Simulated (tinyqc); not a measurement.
# A chain with two barriers and dephasing by Buettiker voltage probes: what changes with what

Sites 1 to 5 form a chain with hopping -t. Lead L joins site 1 and lead R site 5, both semi-infinite chains with hopping -t and site energy 0. Every site carries a probe with self-energy -i Gamma_p/2 that draws no net current. Linear response at zero temperature: mu_L = 1, mu_R = 0 in units of the bias.

Inputs (values chosen for the exercise):
```
symbol                value  unit                      meaning
t                         1    eV  hopping (matrix element -t)
U       [3.8, 0, 0, 0, 1.7]    eV         site energies 1 to N
E                     -1.04    eV                 Fermi energy
gp                     0.89    eV     probe broadening Gamma_p
```

Constants: q = 1.602176634e-19 C, h = 6.62607015e-34 J s. Results are converted to the units shown.

Each table varies one quantity; the others keep the values above.

## Coherent and dephased transmission against energy

Sigma = t^2 g(E), g(x) = (x - i sqrt(4 t^2 - x^2))/(2 t^2) for |x| < 2 t and (x - sign(x) sqrt(x^2 - 4 t^2))/(2 t^2) otherwise; Gamma = -2 Im Sigma; G = (E - H - Sigma_L - Sigma_R + i Gamma_p/2)^(-1). With Gamma the broadening by one lead, T_RL = Gamma^2 |G_(5,1)|^2, T_pL = Gamma Gamma_p |G_(p,1)|^2, T_pR = Gamma Gamma_p |G_(p,5)|^2, T_pq = Gamma_p^2 |G_(p,q)|^2 for p != q. No current into probe p: W mu = T_pL with W_pp = T_pL + T_pR + sum_q T_pq and W_pq = -T_pq. Then T_eff = T_RL + sum_p T_pR mu_p, and the resistance is (h/2q^2)/T_eff. Without probes means Gamma_p = 0.

Coherent and dephased transmission against energy:

| E (eV) | T without probes | T_eff |
|---|---|---|
| -1.8 | 0.004275 | 0.04322 |
| -1.5 | 0.1672 | 0.07967 |
| -1.2 | 0.03031 | 0.09137 |
| -0.9 | 0.03993 | 0.1091 |
| -0.6 | 0.1328 | 0.1503 |
| -0.3 | 0.6500 | 0.1826 |
| 0 | 0.1168 | 0.1633 |
| 0.3 | 0.05347 | 0.1326 |
| 0.6 | 0.04812 | 0.1221 |
| 0.9 | 0.08998 | 0.1346 |
| 1.2 | 0.6527 | 0.1413 |
| 1.5 | 0.02818 | 0.09802 |
| 1.8 | 0.003026 | 0.04809 |

Without probes T lies between 0.00303 and 0.653 in these rows, with them between 0.0432 and 0.183. The probes lower it in 3 rows and raise it in 10; the largest relative gain is at E = 1.8 eV, where the coherent value is 0.00303.

## Resistance against length

With Gamma the broadening by one lead, T_RL = Gamma^2 |G_(last,1)|^2, T_pL = Gamma Gamma_p |G_(p,1)|^2, T_pR = Gamma Gamma_p |G_(p,last)|^2, T_pq = Gamma_p^2 |G_(p,q)|^2 for p != q. The list U is repeated k times, each site with its probe.

Resistance against length:

| k | sites | T without probes | T_eff | resistance (kohm) |
|---|---|---|---|---|
| 1 | 5 | 0.03128 | 0.09806 | 131.6 |
| 2 | 10 | 2.533e-4 | 0.02091 | 617.2 |
| 3 | 15 | 2.019e-6 | 0.01147 | 1125 |
| 4 | 20 | 1.609e-8 | 0.007903 | 1633 |
| 6 | 30 | 1.023e-12 | 0.004872 | 2649 |
| 8 | 40 | 6.497e-17 | 0.003521 | 3665 |
| 12 | 60 | 2.623e-25 | 0.002265 | 5698 |
| 16 | 80 | 1.059e-33 | 0.001670 | 7730 |

Read the table: what changes, and by how much?

The resistance rises from 132 to 7730 kohm, by 102 kohm a site between k = 8 and 12 and 102 between 12 and 16: Ohm's law, R = R0 + rho N with the extrapolated intercept R0 = -399 kohm (h/2q^2 = 12.91 kohm). The intercept differs from h/2q^2, since the ends of the chain scatter differently from its bulk, so no mean free path is read from it. Without probes T has fallen to 1.06e-33.

Program tinyqc, `OMP_NUM_THREADS=1 python tinyqc.py 2700113 2700114 out.jsonl`; Intel Xeon 2.30GHz, shared host, one thread, about 0.01 s.
